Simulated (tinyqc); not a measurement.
Inside a calculation: dielectric confinement in a thin film (image charges). Values are carried at full precision from step to step, so a last printed digit may differ when a step is redone from the rounded ones.

A film |z| < t/2 of dielectric constant eps between half-spaces of dielectric constant e2; lam = (eps - e2)/(eps + e2), q = e^2/(4 pi eps0). The self-energy of a band edge is taken with the high-frequency value, e2 = eh, and the field of a fixed ion with the static one, e2 = eo. A charge at z has images lam^|n| at n t + (-1)^n z. Its self-energy is S(z) = (q/2 eps) sum over n >= 1 of lam^n [1/(n t - 2z) + 1/(n t + 2z)] for odd n and 2 lam^n/(n t) for even n; at the centre S(0) = -(q/(eps t)) ln(1 - lam).

Constants: e^2/(4 pi eps0) = 14.39964547 eV angstrom; hbar^2/2m0 = 3.80998211 eV angstrom^2; Ry = 13.60569312 eV.

Inputs chosen for the exercise (near those of an InGaAs film between layers of SiO2; not measured data):
- t = 64 angstrom (film thickness)
- eps = 13.3 (dielectric constant of the film)
- eh = 2 (high-frequency dielectric constant outside)
- mz = 0.045 m0 (mass across the film)
- eo = 3.7 (static dielectric constant outside)
- m = 0.046 m0 (mass in the plane)

## Images for a charge at the centre

Give lam, the first five terms (q/eps) lam^n/(n t), their sum and the closed form.

lam = 0.7386

terms (meV): [12.49, 4.61, 2.27, 1.26, 0.74]

sum of five = 21.38 meV
S(0) = 22.69 meV

The surroundings screen less than the film, so the images repel and each band edge moves outwards: the gap changes by about 2 S = +45 meV. The static value 3.7 would give S(0) = +14.1 meV.

## Self-energy across the film

S at 2z/t = 0, 0.2, 0.4, 0.6, 0.8 and 0.9, summed to n = 399.

Self-energy:
```
2z/t  z (angstrom)  S (meV)
0.0            0.0    22.69
0.2            6.4    23.23
0.4           12.8    25.12
0.6           19.2    29.83
0.8           25.6    45.11
0.9           28.8    76.22
```

Towards the wall S diverges as (q lam/4 eps)/(distance), an artefact of the abrupt interface that the vanishing envelope makes harmless.

## Shift of the subband edge

First order: <S> over the envelope (2/t) cos^2(pi z/t), beside the confinement energy c (pi/t)^2/mz, c = hbar^2/2m0.

<S> = 25.47 meV
confinement energy = 204.01 meV

|<S>| is 0.12 times the confinement energy; the first goes as 1/t and the second as 1/t^2, so they are equal at t = 513 angstrom.

## Binding of a donor

Donor at the centre, lam from the static eo, trial function cos(pi z/t) exp(-rho/l): E(l) = c/(m l^2) - (q/eps) times the integral over k of F(k t) (1 + (k l/2)^2)^(-3/2), with F(x) = F0 + 2 lam exp(-x) G/(1 - lam exp(-x)), F0 = 2[(1 - exp(-x/2))/x + x (1 + exp(-x/2))/(x^2 + 4 pi^2)], G = 2 sinh(x/2)[1/x - x/(x^2 + 4 pi^2)]; c = hbar^2/2m0. The binding energy is -E at the minimum, counted from the subband edge with its self-energy.

Minimise over l with and without images (lam = 0); Ry* = Ry m/eps^2.

Donor:
```
case         l (angstrom)  binding (meV)  in Ry*
no images           101.1           10.4    2.94
with images          79.1           30.7    8.68
```

Ry* = 3.54 meV

The images change the binding by +20.3 meV, against -2 (q/(eps t)) ln(1 - lam) = +28.1 meV for an orbit much smaller than t. At 300 K the binding is 1.2 kB T.

## Checks

- S(0) from the series against the closed form, meV: both 22.69.
- F(2.3) for lam = 0.7386 from a direct sum over images against the closed form: both 0.9038.

Computed by tinyqc, a small Python program: `OMP_NUM_THREADS=1 python tinyqc.py 1280831 1280832 out.jsonl` (the numbers bound the seed that draws the inputs); one thread of a shared host (Intel(R) Xeon(R) Processor @ 2.30GHz), about 0.03 s for the whole set of steps.
